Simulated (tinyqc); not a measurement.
Comparisons within one model: carrier statistics of a doped semiconductor with parabolic bands. A value that a table varies takes the place of the one given here.

Eg(T) = Eg0 - al T^2/(T + be); m_de = Mv^(2/3) (ml mt^2)^(1/3); m_dh = (mhh^(3/2) + mlh^(3/2))^(2/3); Nc and Nv from N = 2 (m kB T/(4 pi c))^(3/2) with c = hbar^2/2m0, in 1/angstrom^3; times 1e24 for 1/cm^3.

Energies are counted from Ev, so Ec = Eg. n = Nc F_1/2((EF - Eg)/kT), p = Nv F_1/2(-EF/kT), ND+ = ND/(1 + 2 exp((EF - Eg + ED)/kT)), NA- = NA/(1 + 4 exp((EA - EF)/kT)); neutrality asks p + ND+ = n + NA-. F_j(eta) = (1/Gamma(j + 1)) integral_0^infinity x^j dx/(1 + exp(x - eta)), which tends to exp(eta) for eta << 0.

Constants: hbar^2/2m0 = 3.80998211 eV angstrom^2; kB = 8.617333262e-05 eV/K.

Parameters, chosen for this exercise (near those of GaP; not measured data): Eg0 = 2.341 eV (gap at 0 K); al = 0.000596 eV/K (Varshni alpha); be = 379 K (Varshni beta); ml = 2.05 m0 (longitudinal electron mass); mt = 0.241 m0 (transverse electron mass); Mv = 3 (equivalent valleys); mhh = 0.764 m0 (heavy-hole mass); mlh = 0.147 m0 (light-hole mass); ND = 1.1e+12 1/cm^3 (donors); NA = 2.6e+15 1/cm^3 (acceptors); ED = 0.0908 eV (donor level below Ec); EA = 0.0573 eV (acceptor level above Ev); T = 200 K.

## Temperature

Neutrality solved at each temperature; ni = sqrt(Nc Nv) exp(-Eg/2kT).

Carriers (1/cm^3):
```
T (K)  EF (eV)         n         p  majority / |ND - NA|        ni  Eg (eV)
30      0.0410    <1e-99  7.52e+10              2.89e-05    <1e-99   2.3397
50      0.0450    <1e-99  3.59e+13                0.0138    <1e-99   2.3375
77      0.0565    <1e-99  4.72e+14                 0.182  1.24e-58   2.3333
120     0.0809  4.16e-76  1.84e+15                 0.710  8.76e-31   2.3238
200     0.1426  6.17e-36  2.53e+15                 0.972  1.25e-10   2.2998
300     0.2290  1.83e-15  2.59e+15                 0.995      2.17   2.2620
450     0.3669     0.159  2.60e+15                 0.999  2.03e+07   2.1954
600     0.5115  2.19e+06  2.60e+15                 0.999  7.54e+10   2.1218
800     0.7117  6.72e+11  2.60e+15                  1.00  4.18e+13   2.0175
1000    0.8875  1.13e+15  3.72e+15                  1.43  2.05e+15   1.9088
```

Ionisation is incomplete: the majority density is below 90 % of the net doping at 30, 50, 77 and 120 K, down to a share of 2.9e-05. It is within 10 % of the net doping at 200, 300, 450, 600 and 800 K. At 1000 K thermal pairs lift it more than 10 % above the net doping; ni has reached 2.05e+15 1/cm^3 at 1000 K against a net doping of 2.60e+15. EF goes from 0.041 eV to 0.887 eV, where midgap is 0.954 eV and the intrinsic level (Boltzmann) 0.939 eV.

## Doping level

Only acceptors are present (ND = 0); eta is the distance of EF beyond the valence edge in units of kT.

Neutral state:
```
NA (1/cm^3)  EF (eV)  majority (1/cm^3)  ionised share     eta
1.0e+14       0.1983           9.99e+13          0.999  -11.50
1.0e+15       0.1587           9.89e+14          0.989   -9.21
1.0e+16       0.1205           9.07e+15          0.907   -6.99
1.0e+17       0.0880           5.98e+16          0.598   -5.11
1.0e+18       0.0628           2.56e+17          0.256   -3.64
3.0e+18       0.0522           4.70e+17          0.157   -3.03
1.0e+19       0.0410           8.86e+17          0.089   -2.38
3.0e+19       0.0310           1.55e+18          0.052   -1.80
```

The impurity level lies at 0.0573 eV. The ionised share falls from 0.999 to 0.052 as EF passes through it between 1e+18 and 3e+18 1/cm^3 (share 1/5 there); it is below one half from 1e+18 1/cm^3 on. Over the last two rows the doping grows threefold and the majority density by a factor 1.75. EF comes within 3 kT of the majority band edge from 1e+19 1/cm^3 on. Above roughly 2e+19 1/cm^3 (N^(1/3) a = 0.26, with the radius a = sqrt(c/(m E)) from the ionisation energy E and the mass mhh) the levels merge with the band and real ionisation is complete; sharp levels then overstate freeze-out.

## What each input does

Neutrality solved anew for each case. Each row changes one parameter from the base and keeps the others.

Results:
```
case                  EF (eV)  n (1/cm^3)  p (1/cm^3)
base                   0.1426    6.17e-36    2.53e+15
T = 180 K              0.1261    1.09e-42    2.48e+15
ND = 5.5e+11 1/cm^3    0.1426    6.16e-36    2.53e+15
NA = 3.38e+15 1/cm^3   0.1382    4.78e-36    3.26e+15
Eg0 = 2.391 eV         0.1426    3.39e-37    2.53e+15
mt = 0.2892 m0         0.1426    7.40e-36    2.53e+15
mhh = 0.9168 m0        0.1469    7.91e-36    2.54e+15
EA = 0.0859 eV         0.1443    6.81e-36    2.29e+15
```

The largest shifts from the base row, up to three for each result and ties (the steps differ in size, so this ranks the rows, not the parameters). EF (eV): T -0.0164, NA -0.0044, mhh +0.0043; unchanged at the printed digits by ND, Eg0 and mt. n (1/cm^3): T -6.17e-36, Eg0 -5.83e-36, mhh +1.74e-36. p (1/cm^3): NA +7.32e+14, EA -2.38e+14, T -4.55e+13; unchanged at the printed digits by ND, Eg0 and mt.

Computed by tinyqc, a small Python program: `OMP_NUM_THREADS=1 python tinyqc.py 1650835 1650836 out.jsonl` (the numbers bound the seed that draws the inputs); one thread of a shared host (Intel(R) Xeon(R) Processor @ 2.30GHz), about 0.01 s for the whole set of steps.
